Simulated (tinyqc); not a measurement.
Worked calculation: plane-wave Kohn-Sham cycle with exchange-only LDA in a layered model solid. One step of it, computed by the program tinyqc.

Question. Iteration 2: levels at that k. Diagonalise the Hermitian matrix.

H (hartree), lower triangle:
```
           -2         -1         +0         +1        +2
-2   2.222937
-1  -0.328439   0.334619
+0  -0.092227  -0.328439  -0.294820
+1   0.002857  -0.092227  -0.328439   0.334619
+2   0.000133   0.002857  -0.092227  -0.328439  2.222937
```

Give: eigenvalues.

Answer.

eigenvalues (hartree): -0.5902  0.3677  0.4844  2.2765  2.2820
